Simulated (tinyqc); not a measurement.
Worked calculation: thermal stress, cracking, delamination and buckling of a thin film; Griffith cracks and misfitting inclusions. Computed by tinyqc, a small Python program that keeps every step. Command: `OMP_NUM_THREADS=1 python tinyqc.py 3001680 3001681 out.jsonl filmcrack walk`. One thread of a shared host (Intel(R) Xeon(R) Processor @ 2.30GHz), about 0.01 s of CPU time with the checks. Intermediate numbers are printed to about 6 digits and carried at full precision; extremes and crossings named in words are read from the listed rows.

Isotropic linear elasticity; the substrate is much thicker than the film; stress is positive in tension.

Inputs (values chosen for the exercise, modelled on a porous low-k oxide on silicon):
```
quantity                          value        unit
film Young's modulus E             7.75         GPa
film Poisson ratio nu              0.25           -
film expansion alpha_f             12.2      1e-6/K
substrate expansion alpha_s         3.5      1e-6/K
deposition temperature T_d          575           K
final temperature T                 300           K
intrinsic stress                    -18         MPa
film thickness h                    2.1  micrometre
film toughness Gamma_f             1.45       J/m^2
interface toughness Gamma_i         1.3       J/m^2
substrate Young's modulus E_s       136         GPa
substrate Poisson ratio nu_s       0.27           -
flaw half length a                  5.4  micrometre
substrate surface energy gamma_s    1.9       J/m^2
inclusion radius R                  1.7  micrometre
```

Inclusion: long cylinder (a filled via).

## Stress in the film

Thermal strain = (alpha_f - alpha_s)(T_d - T); stress = E/(1 - nu) x strain + intrinsic stress; plane-strain modulus Ebar = E/(1 - nu^2); G0 = stress^2 h/(2 Ebar) is the energy freed per area when a long strip loses its stress across its width.

thermal strain = 0.0023925

film stress = 6.7225 MPa

Ebar = 8.26667 GPa

G0 = 0.00574011 J/m^2

The film ends in tension; the thermal part is 24.7 MPa.

## Elastic mismatch

Dundurs alpha = (Ebar - Ebar_s)/(Ebar + Ebar_s), with Ebar_s = E_s/(1 - nu_s^2). The channel-crack factor is taken as g = 1.258 (1 - alpha)^(-0.7), a rough interpolation chosen for the exercise (1.258 is the value for matched materials).

Dundurs alpha = -0.893306

factor g = 0.804685

The stiffer substrate holds the crack faces and lowers the driving force.

## Channel cracks and edge delamination

Channel crack through the film: G = pi g G0, critical thickness where G = Gamma_f. Steady delamination from an edge: G = G0, critical thickness where G = Gamma_i.

driving force for channelling = 0.0145110 J/m^2

critical thickness for channelling = 209.841 micrometre

critical thickness for delamination = 475.600 micrometre

As the film thickens, channel cracking comes first. At h the film is safe against both. Caution: a critical thickness above 100 micrometres is no longer thin against a usual wafer, so it is only formal.

## Griffith crack in the substrate

Through crack of length 2a in plane strain: K_Ic = sqrt(2 gamma_s E_s/(1 - nu_s^2)); fracture stress = K_Ic/sqrt(pi a). An edge crack of depth a has K larger by 1.1215.

toughness K_Ic = 0.746617 MPa m^0.5

fracture stress, inner crack = 181.270 MPa

fracture stress, edge crack = 161.632 MPa

The inner crack lowers the strength to 1.3 % of the ideal E_s/10.

## A misfitting inclusion

Film material fills a long cylinder of radius R in the substrate, with the misfit e = thermal strain (it wants to shrink if e > 0). With the axial strain held by the substrate, s0 = (1 + nu) e/[(1 + nu)(1 - 2 nu)/E + (1 + nu_s)/E_s]; inside s_rr = s_tt = s0 and s_zz = E e + 2 nu s0; outside s_rr = s0 (R/r)^2, s_tt = -s_rr. Keep-out radius: where |s_rr| falls to 10 MPa (R if it is lower at the wall).

radial stress at the wall s0 = 33.2353 MPa

mean stress inside = 33.8767 MPa

keep-out radius = 3.09919 micrometre

The stress does not depend on R; its reach scales with R.

## Film, cylinder and sphere at the same misfit

Thermal misfit e alone, mean stress = trace/3 and largest difference of principal stresses inside. Film: E e/(1 - nu) in two directions, 0 in the third. Cylinder: s0 = (1 + nu) e/[(1 + nu)(1 - 2 nu)/E + (1 + nu_s)/E_s] twice and s_zz = E e + 2 nu s0. Sphere: e/[(1 - 2 nu)/E + (1 + nu_s)/(2 E_s)] three times.

Stresses inside (MPa):
```
shape          s1       s2       s3     mean  largest difference
film      24.7225  24.7225   0.0000  16.4817             24.7225
cylinder  33.2353  33.2353  35.1595  33.8767              1.9242
sphere    34.5811  34.5811  34.5811  34.5811              0.0000
```

The mean stress in size is 16 MPa in the film, 34 in the cylinder and 35 in the sphere, while the largest difference, twice the largest shear stress, goes from 25 through 2 to 0. In a ductile solid shear can relax by slip and hydrostatic stress cannot, so a confined metal builds up the triaxial stress that opens voids.

Checks made by the program: fracture stress against the maximum of 4 a gamma - pi a^2 s^2/Ebar (relative difference 1e-09).
